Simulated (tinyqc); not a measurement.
Worked calculation: one-electron ion in a basis of Gaussians. One step of it, computed by the program tinyqc.

Task: Matrices over normalised Gaussians. With p = a_i + a_j and I(k) = Gamma((k+1)/2) / (2 p^((k+1)/2)): S = I(2l+2), T = (2l+3) a_i a_j S / p, V = -Z I(2l+1), each divided by sqrt(S_ii S_jj).

exponents of r^l exp(-a r^2) (1/bohr^2): 0.237100  0.618500  1.614000  4.210000  10.980000  28.650000  74.740000

Z = 4

l = 1

Give: S; T; V.

Result:

S, lower triangle:
```
        1       2       3       4       5       6       7
1  1.0000
2  0.7581  1.0000
3  0.3652  0.7580  1.0000
4  0.1353  0.3652  0.7581  1.0000
5  0.0444  0.1354  0.3654  0.7582  1.0000
6  0.0138  0.0444  0.1354  0.3653  0.7580  1.0000
7  0.0042  0.0138  0.0444  0.1354  0.3652  0.7581  1.0000
```

T (hartree), lower triangle:
```
        1       2       3        4        5        6         7
1  0.5927
2  0.6497  1.5462
3  0.3775  1.6946  4.0350
4  0.1519  0.9848  4.4227  10.5250
5  0.0515  0.3963  2.5710  11.5367  27.4500
6  0.0163  0.1343  1.0342   6.7046  30.0848  71.6250
7  0.0050  0.0424  0.3507   2.6974  17.4826  78.5046  186.8500
```

V (hartree), lower triangle:
```
         1        2        3        4         5         6         7
1  -2.0721
2  -2.1101  -3.3466
3  -1.4951  -3.4078  -5.4062
4  -0.8587  -2.4149  -5.5054  -8.7313
5  -0.4474  -1.3871  -3.9021  -8.8918  -14.1007
6  -0.2237  -0.7224  -2.2409  -6.3012  -14.3585  -22.7772
7  -0.1101  -0.3613  -1.1672  -3.6190  -10.1749  -23.1947  -36.7888
```
